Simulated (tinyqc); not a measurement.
Inside a calculation. Method: tight binding, honeycomb lattice. Computed by tinyqc, a small Python program that keeps every step. Settings: t1 = 1.13, t2 = 0, phi = -0.39, delta = 0, points = 6. Command: `OMP_NUM_THREADS=1 python tinyqc.py 21740 21741 out.jsonl` (the two numbers bound the seeds that draw the settings). One thread of a shared host (Intel(R) Xeon(R) Processor @ 2.60GHz), about 0.01 s of CPU time with the checks.

## Bloch Hamiltonian at k

Parameters chosen for this model:
```
parameter,value,unit
t1,1.130000,"eV, nearest"
t2,0,"eV, second neighbours"
phi,-0.390000,"rad, phase of t2 (Haldane)"
delta,0,"eV, +/- on A and B"
```

k point k (fractions of the reciprocal vectors): 0.1100  -0.2400

H_AB = -t1 (1 + exp(-i k.a1) + exp(-i k.a2)); H_AA = delta - 2 t2 sum cos(k.b + phi), H_BB = -delta - 2 t2 sum cos(k.b - phi), b = a1, a2 - a1, -a2.

H(k) at k (eV):
```
,A,B
A,0.0000,-2.0716-0.4075i
B,-2.0716+0.4075i,0.0000
```

## Levels at k

Diagonalise the Hermitian matrix.

eigenvalues (eV): -2.1113  2.1113

weights |c|^2 of the basis functions:
```
,band 1,band 2
A,0.5000,0.5000
B,0.5000,0.5000
```

## Bloch Hamiltonian at K

k point K (fractions of the reciprocal vectors): 0.3333  0.6667

As before.

H(k) at K (eV):
```
,A,B
A,0.0000,0.0000
B,0.0000,0.0000
```

## Levels at K

As before.

eigenvalues (eV): 0.0000  0.0000

## Bands along a path

The same steps at evenly spaced points between the labelled ones.

Bands along the path (eV):
```
k,band 1,band 2
G,-3.3900,3.3900
G-K 0.33,-2.8613,2.8613
G-K 0.67,-1.5224,1.5224
K,0,0
K-M 0.33,-0.6013,0.6013
K-M 0.67,-0.9937,0.9937
M,-1.1300,1.1300
M-K' 0.33,-0.9937,0.9937
M-K' 0.67,-0.6013,0.6013
K',0,0
```

With 1 band(s) filled, the highest filled level on these points lies at K and the lowest empty one at K: the bands touch or overlap, so there is no gap.
